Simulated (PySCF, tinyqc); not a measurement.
Worked calculation: FCI on RHF in the sto-3g basis, for Li-, spin multiplicity 1. The basis has no diffuse functions, so it cannot describe the extra electron: this is an exercise in the method, not the real anion. The lowest restricted solution is unstable here: a spin-polarised one lies 0.0041 hartree lower (PySCF). One step of it, computed by the program tinyqc.

Question. FCI: determinants and Hamiltonian. Slater-Condon rules over spin orbitals, with the nuclear repulsion added and E(HF) subtracted on the diagonal. Only determinants linked to the reference directly or through others are kept (one block of an abelian symmetry group), so some states are absent.

one-electron integrals over orbitals h = C^T H C (hartree):
```
[[-4.396974, 0.194845, 0.000000, 0.000000, 0.000000],
 [0.194845, -0.949950, 0.000000, 0.000000, 0.000000],
 [0.000000, 0.000000, -0.877579, 0.000000, 0.000000],
 [0.000000, 0.000000, 0.000000, -0.877579, 0.000000],
 [0.000000, 0.000000, 0.000000, 0.000000, -0.877579]]
```

Two-electron integrals over orbitals (pq|rs), unique and non-zero (hartree):
```
(11|11) 1.658594    (21|11) -0.184570   (21|21) 0.031265    (22|11) 0.400522
(22|21) -0.010274   (22|22) 0.282425    (31|31) 0.009832    (32|31) 0.013694
(32|32) 0.060790    (33|11) 0.396329    (33|21) -0.006527   (33|22) 0.285670
(33|33) 0.312946    (41|41) 0.009832    (42|41) 0.013694    (42|42) 0.060790
(43|43) 0.016869    (44|11) 0.396329    (44|21) -0.006527   (44|22) 0.285670
(44|33) 0.279207    (44|44) 0.312946    (51|51) 0.009832    (52|51) 0.013694
(52|52) 0.060790    (53|53) 0.016869    (54|54) 0.016869    (55|11) 0.396329
(55|21) -0.006527   (55|22) 0.285670    (55|33) 0.279207    (55|44) 0.279207
(55|55) 0.312946
```

nuclear repulsion = 0 hartree

Hartree-Fock energy = -7.21327332 hartree

Give: determinants; H - E(HF) between determinants.

Answer.

Occupation strings over the orbitals (2 doubly, a alpha, b beta, 0 empty; spin orbitals ordered 1a 1b 2a 2b ...): 22000 20200 ab200 20020 ab020 20002 ab002 ba200 02200 ba020 02020 ba002 02002 00220 00202 00022

H - E(HF) between determinants (hartree), order 22000, 20200, ab200, 20020, ab020, 20002, ab002, ba200, 02200, ba020, 02020, ba002, 02002, 00220, 00202, 00022:
```
[[0.000, 0.061, -0.014, 0.061, -0.014, 0.061, -0.014, 0.014, 0.010, 0.014, 0.010, 0.014, 0.010, 0.000, 0.000, 0.000],
 [0.061, 0.201, -0.016, 0.017, 0.000, 0.017, 0.000, 0.016, 0.031, 0.000, 0.000, 0.000, 0.000, 0.010, 0.010, 0.000],
 [-0.014, -0.016, 2.118, 0.000, 0.017, 0.000, 0.017, -0.031, 0.158, 0.000, 0.000, 0.000, 0.000, 0.014, 0.014, 0.000],
 [0.061, 0.017, 0.000, 0.201, -0.016, 0.017, 0.000, 0.000, 0.000, 0.016, 0.031, 0.000, 0.000, 0.010, 0.000, 0.010],
 [-0.014, 0.000, 0.017, -0.016, 2.118, 0.000, 0.017, 0.000, 0.000, -0.031, 0.158, 0.000, 0.000, 0.014, 0.000, 0.014],
 [0.061, 0.017, 0.000, 0.017, 0.000, 0.201, -0.016, 0.000, 0.000, 0.000, 0.000, 0.016, 0.031, 0.000, 0.010, 0.010],
 [-0.014, 0.000, 0.017, 0.000, 0.017, -0.016, 2.118, 0.000, 0.000, 0.000, 0.000, -0.031, 0.158, 0.000, 0.014, 0.014],
 [0.014, 0.016, -0.031, 0.000, 0.000, 0.000, 0.000, 2.118, -0.158, 0.017, 0.000, 0.017, 0.000, -0.014, -0.014, 0.000],
 [0.010, 0.031, 0.158, 0.000, 0.000, 0.000, 0.000, -0.158, 5.175, 0.000, 0.017, 0.000, 0.017, 0.061, 0.061, 0.000],
 [0.014, 0.000, 0.000, 0.016, -0.031, 0.000, 0.000, 0.017, 0.000, 2.118, -0.158, 0.017, 0.000, -0.014, 0.000, -0.014],
 [0.010, 0.000, 0.000, 0.031, 0.158, 0.000, 0.000, 0.000, 0.017, -0.158, 5.175, 0.000, 0.017, 0.061, 0.000, 0.061],
 [0.014, 0.000, 0.000, 0.000, 0.000, 0.016, -0.031, 0.017, 0.000, 0.017, 0.000, 2.118, -0.158, 0.000, -0.014, -0.014],
 [0.010, 0.000, 0.000, 0.000, 0.000, 0.031, 0.158, 0.000, 0.017, 0.000, 0.017, -0.158, 5.175, 0.000, 0.061, 0.061],
 [0.000, 0.010, 0.014, 0.010, 0.014, 0.000, 0.000, -0.014, 0.061, -0.014, 0.061, 0.000, 0.000, 5.412, 0.017, 0.017],
 [0.000, 0.010, 0.014, 0.000, 0.000, 0.010, 0.014, -0.014, 0.061, 0.000, 0.000, -0.014, 0.061, 0.017, 5.412, 0.017],
 [0.000, 0.000, 0.000, 0.010, 0.014, 0.010, 0.014, 0.000, 0.000, -0.014, 0.061, -0.014, 0.061, 0.017, 0.017, 5.412]]
```
